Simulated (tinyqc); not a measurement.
# Field emission through a triangular barrier, exact transmission by Airy functions, step by step

Program tinyqc, `OMP_NUM_THREADS=1 python tinyqc.py 2580032 2580033 out.jsonl`; Intel Xeon 2.30GHz, shared host, one thread, about 0.01 s. Printed values are rounded.

The left lead has its band edge at 0; for x > 0 the edge falls without end, U(x) = U0 - F x, with mass m1. No transverse momentum; C = hbar^2/(2 m0); psi and psi'/m are continuous at x = 0. The outgoing solution is Bi(z) + i Ai(z).

Inputs (values chosen for the exercise); U0 - E and the mass are of the order of those of aluminium oxide on silicon:
- mL = 0.97 m0 (mass in the left lead)
- U0 = 3.33 eV (barrier edge at x = 0)
- m1 = 0.41 m0 (mass in the barrier)
- E = 0.65 eV (electron energy)
- F = 1.1 V/nm (field in the barrier)

Constants: q = 1.602176634e-19 C, hbar = 1.054571817e-34 J s, m0 = 9.1093837015e-31 kg, hbar^2/(2 m0) = 0.0380998212 eV nm^2. Results are converted to the units shown.

Range of the model: Masses are held fixed, although real bands cease to be parabolic a few tenths of an eV from their edges. The field of 11.0 MV/cm is more than most dielectrics sustain; the model ignores breakdown.

## Scaled variables

Energy scale e = (C F^2/m1)^(1/3), z(x) = (U(x) - E)/e, s = (dz/dx)/m1 = -F/(e m1); v = k/m in a lead. vL = sqrt(mL E/C)/mL.

e = 0.482660 eV
z(0) = 5.55256
s = -5.55862 1/nm
vL = 4.19382 1/nm
turning point (U0 - E)/F = 2.43636 nm

## Airy functions at x = 0

Ai and Bi solve y'' = z y, with Wronskian Ai Bi' - Ai' Bi = 1/pi.

Airy functions: Ai 2.97024e-5, Ai' -7.12701e-5, Bi 2276.08, Bi' 5255.25

## Transmission, exact and WKB

With the Airy functions at z = z(0): g = s (Bi' + i Ai')/(Bi + i Ai), r = (i vL - g)/(i vL + g), T(E) = 1 - |r|^2 = 4 vL Im(g)/|i vL + g|^2, vL = sqrt(mL E/C)/mL. Im(g) = -s/(pi (Ai^2 + Bi^2)) by the Wronskian. WKB: exp(-S), S = (4/(3 F)) sqrt(m1/C) [max(U0 - E, 0)^1.5].

Re g = -12.8343 1/nm
Im g = 3.41541e-7 1/nm
T(E) = 3.14272e-8
exp(-S) = 2.65215e-8

The exact value is 18 % above the WKB one.
